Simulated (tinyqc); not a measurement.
Inside a calculation. Model: global model of a low-pressure process discharge: electron temperature, density, ion flux and ion energy. Computed by tinyqc, a small Python program that keeps every step. Command: `OMP_NUM_THREADS=1 python tinyqc.py 3111902 3111903 out.jsonl plasma walk`. One thread of a shared host (Intel(R) Xeon(R) Processor @ 2.30GHz), about 0.01 s of CPU time with the checks. Intermediate numbers are printed to about 6 digits and carried at full precision; extremes and crossings named in words are read from the listed rows.

Maxwellian electrons with temperature T_e in eV, one positive ion, no negative ions, uniform bulk density n; rate constants have the Arrhenius form.

Inputs (values chosen for the exercise, of the order of those of an inductive discharge in a simple atomic gas):

| quantity | value | unit |
|---|---|---|
| ion mass M | 40 | u |
| ionisation prefactor K0 | 3.7e-14 | m^3/s |
| ionisation energy E_iz | 13.8 | eV |
| excitation prefactor X0 | 1.1e-14 | m^3/s |
| excitation energy E_ex | 10.1 | eV |
| elastic rate constant K_el | 1.8e-13 | m^3/s |
| ion-neutral cross section | 1e-18 | m^2 |
| pressure p | 1.7 | Pa |
| gas temperature T_g | 400 | K |
| radius R | 11 | cm |
| height L | 6 | cm |
| absorbed power P | 260 | W |
| bias power P_b | 18 | W |
| radius of the biased electrode | 7.5 | cm |
| bias frequency | 13.56 | MHz |
| mixing | 0.4 | - |

Constants: k_B = 1.380649e-23 J/K; e = 1.602176634e-19 C; u = 1.6605390666e-27 kg; m_0 = 9.1093837015e-31 kg; eps_0 = 8.8541878128e-12 F/m.

## Geometry factors

n_g = p/(k_B T_g); lambda_i = 1/(n_g sigma); h_L = 0.86/sqrt(3 + L/(2 lambda_i)), h_R = 0.8/sqrt(4 + R/lambda_i); A_eff = 2 pi R^2 h_L + 2 pi R L h_R; d_eff = pi R^2 L/A_eff.

gas density n_g = 3.07826e+20 1/m^3

ion mean free path = 0.324859 cm

h_L = 0.245867

h_R = 0.130015

A_eff = 240.840 cm^2

d_eff = 9.47016 cm

## A fixed-point cycle for T_e

Particle balance: K0 exp(-E_iz/T_e) n_g d_eff = u_B, u_B = sqrt(e T_e/M). Cycle: T_out = T sqrt(loss/creation) with loss/creation = u_B/(K0 exp(-E_iz/T) n_g d_eff); T -> T + mixing (T_out - T), kept between 0.3 and 60 eV, from 3 eV; stop at |T_out - T| < 1e-9 eV or after 60 steps.

Course:

| step | T (eV) | T_out (eV) | residual (eV) |
|---|---|---|---|
| 0 | 3.00000 | 1.49433 | -1.50567e+00 |
| 1 | 2.39773 | 2.01232 | -3.85416e-01 |
| 2 | 2.24357 | 2.25682 | 1.32558e-02 |
| 3 | 2.24887 | 2.24714 | -1.73123e-03 |
| 4 | 2.24818 | 2.24840 | 2.20262e-04 |
| 5 | 2.24826 | 2.24824 | -2.81207e-05 |
| 6 | 2.24825 | 2.24826 | 3.58856e-06 |
| 7 | 2.24825 | 2.24825 | -4.57973e-07 |
| 8 | 2.24825 | 2.24825 | 5.84461e-08 |
| 9 | 2.24825 | 2.24825 | -7.45885e-09 |
| 10 | 2.24825 | 2.24825 | 9.51892e-10 |

last residual = 9.51892e-10 eV

Converged in 11 steps.

## Electron temperature

Root found by bracketing.

T_e = 2.24825 eV

Bohm velocity u_B = 2328.75 m/s

K_iz = 7.98841e-17 m^3/s

## Energy per pair and density

E_c = E_iz + (X0 exp(-E_ex/T_e) E_ex + K_el (3 m_0/M) T_e)/K_iz; wall potential V_s = (T_e/2) ln(M/(2 pi m_0)); E_T = E_c + 2 T_e + T_e/2 + V_s; n = P/(e u_B A_eff E_T); ion current density J = e h_L n u_B; ionised share n/n_g.

collisional loss per pair E_c = 29.5767 eV

wall potential V_s = 10.5209 V

E_T = 45.7182 eV

plasma density n = 6.32880e+11 1/cm^3

ion current density J = 5.80571 mA/cm^2

ionised share = 0.00205596

Collisions take 65 % of the power and the walls the rest. T_e came from the particle balance alone; the power sets only n.

## Biased electrode

All bias power goes to ions: V_b = P_b/(J pi r^2). Debye length at the sheath edge lambda_D = sqrt(eps_0 T_e/(e h_L n)); Child-law sheath s = (sqrt2/3) lambda_D (2 V/T_e)^(3/4), V = V_b + V_s; ion transit time tau_i = 3 s sqrt(M/(2 e V)); collisions in the sheath s/lambda_i.

bias voltage V_b = 17.5447 V

lambda_D = 28.2573 micrometre

sheath width s = 0.148780 mm

ion transit time = 38.3586 ns

transit time over bias period = 0.520142

s/lambda_i = 0.0457983

The sheath is nearly free of collisions.

## Pressure series at fixed power

n_g = p/(k_B T_g), lambda_i = 1/(n_g sigma), K_iz = K0 exp(-E_iz/T_e), h_L = 0.86/sqrt(3 + L/(2 lambda_i)), h_R = 0.8/sqrt(4 + R/lambda_i), A_eff = 2 pi R^2 h_L + 2 pi R L h_R and d_eff = pi R^2 L/A_eff follow p. E_c = E_iz + (X0 exp(-E_ex/T_e) E_ex + K_el (3 m_0/M) T_e)/K_iz; E_T = E_c + (5/2) T_e + (T_e/2) ln(M/(2 pi m_0)); n = P/(e u_B A_eff E_T); J = e h_L n u_B. Pressures without a root below 2 E_iz are left out.

Against pressure:

| p (Pa) | T_e (eV) | E_c (eV) | E_T (eV) | n (1/cm^3) | J (mA/cm^2) |
|---|---|---|---|---|---|
| 0.1 | 6.68468 | 19.0333 | 67.0265 | 1.24864e+11 | 3.67019 |
| 0.2 | 4.53567 | 20.6078 | 53.1720 | 2.09299e+11 | 4.71873 |
| 0.5 | 3.18574 | 23.4406 | 46.3129 | 3.48921e+11 | 5.57431 |
| 1.0 | 2.58331 | 26.4840 | 45.0311 | 4.92722e+11 | 5.83617 |
| 2.0 | 2.16122 | 30.6915 | 46.2082 | 6.81488e+11 | 5.75793 |
| 5.0 | 1.76940 | 38.9670 | 51.6706 | 1.00246e+12 | 5.19598 |
| 10.0 | 1.55374 | 48.5269 | 59.6821 | 1.28113e+12 | 4.51366 |
| 20.0 | 1.38447 | 63.1772 | 73.1171 | 1.54876e+12 | 3.69078 |

T_e falls from 6.68 to 1.38 eV, n changes by a factor 12.4 and J by 1.01; in J = P h_L/(A_eff E_T), E_T changes by a factor 1.09 and is least at 1 Pa, between wall losses at high T_e and excitation losses at low T_e.

Checks made by the program: cycle against bracketing (relative difference 2e-10).
